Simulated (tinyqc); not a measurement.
Thermal stress and diffusional relaxation in a metal film: Coble and Nabarro-Herring creep, cooling and holds: one step, computed by the program tinyqc. Command: `OMP_NUM_THREADS=1 python tinyqc.py 3031140 3031141 out.jsonl creep walk`. One thread of a shared host (Intel(R) Xeon(R) Processor @ 2.30GHz), about 0.02 s of CPU time with the checks.

A thin film on a rigid substrate is stress-free at T0. Tension is positive and the film creeps linearly: d sigma/dt = -M (mismatch) dT/dt - sigma/tau.

Task: Stress after cooling to room temperature. Creep rate per stress: Nabarro-Herring 14 D Omega/(k_B T d^2), Coble (14 pi) delta D_b Omega/(k_B T d^3), with D = D0 exp(-E/(k_B T)), delta D_b = (delta D_b)0 exp(-E_b/(k_B T)); 1/tau = M x (sum of both)/2 (biaxial strain rate is half the uniaxial one). Temperatures in kelvin are T(C) + 273.15. Cooling from T0 at the constant rate: d sigma/dT = -slope + sigma/(tau(T) x rate), integrated to 25 C (stiff solver, tolerance 1e-9). Effective stress-free temperature T_eff = 25 C + sigma/slope.

Inputs (values chosen for the exercise, modelled on silver films on silicon):

| quantity | value | unit |
|---|---|---|
| biaxial modulus M | 121 | GPa |
| atomic volume Omega | 17 | angstrom^3 |
| lattice prefactor D0 | 3.1e-05 | m^2/s |
| lattice energy E | 1.95 | eV |
| boundary prefactor (delta D_b)0 | 3.7e-15 | m^3/s |
| boundary energy E_b | 0.961 | eV |
| grain size d | 0.69 | um |
| stress-free temperature T0 | 250 | C |
| hold temperature T | 190 | C |
| cooling rate | 100 | C/min |

thermoelastic slope = 1.8755 MPa/K

Constants: k_B = 1.380649e-23 J/K; k_B = 8.617333262e-05 eV/K.

Give: stress at 25 C; effective stress-free temperature.

Result:

stress at 25 C = 402.52 MPa

effective stress-free temperature = 239.62 C

Creep during cooling removes 4.6 % of the elastic value. Caution: bulk creep laws overstate relaxation in a bonded film, and dislocation glide would cap stresses above the yield stress.
